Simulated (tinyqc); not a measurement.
Defect equilibria of an oxide against oxygen pressure (mass action). Changing the dopant density N_d. Computed by tinyqc, a small Python program. Command: `OMP_NUM_THREADS=1 python tinyqc.py 3009657 3009658 out.jsonl brouwer sweep`. One thread of a shared host (Intel(R) Xeon(R) Processor @ 2.30GHz), about 0.01 s of CPU time with the checks.

Defects: oxygen vacancies V (charge +2), electrons n, holes p, the ionic partner X = V_M'' (charge -2), and the dopant. Activities are taken equal to concentrations.

Inputs (values chosen for the exercise, for a model oxide):
```
quantity                           value             unit
reduction enthalpy H_r               4.2               eV
prefactor K_r0                   1.3e+67  cm^-9 atm^(1/2)
gap E_g                             3.48               eV
prefactor N_c N_v                6.1e+41            cm^-6
disorder enthalpy H_s                3.6               eV
prefactor K_s0                   1.4e+44            cm^-6
temperature T                       1400                K
oxygen pressure P                  3e-15              atm
electron mobility mu_n             0.065       cm^2/(V s)
hole mobility mu_p                   1.3       cm^2/(V s)
vacancy diffusion prefactor D_0      0.1           cm^2/s
vacancy migration energy E_m         1.1               eV
```

Ionic disorder: Schottky, oxide MO. Dopant (singly charged, fully ionised): donor.

Constants: k_B = 8.617333262e-05 eV/K; e = 1.602176634e-19 C.

Method:
- K_r = K_r0 exp(-H_r/k_B T) = [V] n^2 P^(1/2); K_i = N_c N_v exp(-E_g/k_B T) = n p; K_s = K_s0 exp(-H_s/k_B T) = [X] [V].
- Neutrality: 2 [V] + p + N_d = n + 2 [X]. With n as the unknown, [V] = K_r/(n^2 P^(1/2)), p = K_i/n, [X] = K_s/[V]; the log ratio is ln(positive/negative).
- The root is found by 60 bisections in ln n between n = 1e-10 and 1e25 cm^-3.
- sigma_n = e n mu_n, sigma_p = e p mu_p, sigma_ion = 2 e [V] mu_V with mu_V = 2 e D/(k_B T) and D = D_0 exp(-E_m/k_B T); only the oxygen vacancies carry ionic current, and the ionic transport number is sigma_ion over the total.

One run for each value:
```
dopant density N_d (cm^-3)  n (cm^-3)  [V] (cm^-3)  p (cm^-3)  [X] (cm^-3)  ionic transport number
1.00e+15                    7.118e+19    3.559e+19  2.544e+09    4.319e+11               2.790e-03
6.00e+15                    7.118e+19    3.559e+19  2.544e+09    4.319e+11               2.790e-03
3.00e+16                    7.119e+19    3.558e+19  2.544e+09    4.320e+11               2.789e-03
2.00e+17                    7.125e+19    3.552e+19  2.542e+09    4.327e+11               2.782e-03
1.00e+18                    7.152e+19    3.526e+19  2.532e+09    4.360e+11               2.751e-03
6.00e+18                    7.324e+19    3.362e+19  2.473e+09    4.572e+11               2.562e-03
3.00e+19                    8.271e+19    2.636e+19  2.189e+09    5.832e+11               1.780e-03
2.00e+20                    2.083e+20    4.156e+18  8.693e+08    3.699e+12               1.116e-04
1.00e+21                    1.000e+21    1.802e+17  1.810e+08    8.530e+13               1.008e-06
```

What does the table show, and why?

Over the rows, n (cm^-3) rises from 7.12e19 to 1.00e21; [V] (cm^-3) falls from 3.56e19 to 1.80e17; p (cm^-3) falls from 2.54e9 to 1.81e8. The largest terms of the neutrality condition are 2 [V] = n from row 1; N_d = n from row 8.

Caution (rows 2.00e20, 1.00e21): one of n, p, [V] and [X] is above 2e20 cm^-3, near 1 % of the sites of a usual oxide, where defects associate and the ideal mass-action laws fail. Caution (rows 1.00e21): the carrier density is near sqrt(N_c N_v), where the carriers are degenerate and n p = K_i fails.

Extremes, crossings and ranges named in words are read from the listed rows.
